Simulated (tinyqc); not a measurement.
Minority carriers and saturation current of a heavily doped emitter: one step of the calculation.

n-type, parabolic bands, full ionisation. eta = (EF - Ec)/kB T solves N = Nc F12(eta), F12(x) = (2/sqrt(pi)) int_0^infinity sqrt(u)/(1 + exp(u - x)) du. The gap shrinks rigidly by dEg = a3 y^(1/3) + a4 y^(1/4) + a2 y^(1/2), y = N/1e18 cm^-3, an empirical law that is here taken as the true narrowing.

Task. Effective intrinsic density. ni = sqrt(Nc Nv) exp(-Eg/(2 Vt)), Eg in volts; degeneracy factor g = F12(eta) exp(-eta); nie^2 = ni^2 exp(dEg/kB T) g, p0 = nie^2/N; apparent narrowing dEg + kB T ln g.

Parameters, values chosen for the exercise; band and dielectric values close to those of silicon: temperature T = 350 K; band gap Eg = 1.11 eV; conduction-band density of states at 350 K Nc = 3.5e19 cm^-3; valence-band density of states at 350 K Nv = 3.38e19 cm^-3; ionised donor density N = 7.4e18 cm^-3; coefficient of (N/1e18)^(1/3) a3 = 8.2 meV; coefficient of (N/1e18)^(1/4) a4 = 11.7 meV; coefficient of (N/1e18)^(1/2) a2 = 3.8 meV.

Constants: q = 1.602176634e-19 C, kB = 1.380649e-23 J/K, Vt = kB T/q. Results are converted to the units shown.

converged eta = -1.4793367

Give: ni; dEg; g; apparent narrowing; nie; p0.

Result.

ni = 3.5063e11 cm^-3
dEg = 45.614 meV
g = 0.92818
apparent narrowing = 43.366 meV
nie = 7.1955e11 cm^-3
p0 = 69967 cm^-3

Narrowing multiplies p0 by 4.54 and degeneracy by 0.928.

Range of the model: Band tails, non-parabolic bands and incomplete ionisation are left out.

Program tinyqc, `OMP_NUM_THREADS=1 python tinyqc.py 2330033 2330034 out.jsonl`; Intel Xeon 2.30GHz, shared host, one thread, about 0.01 s.
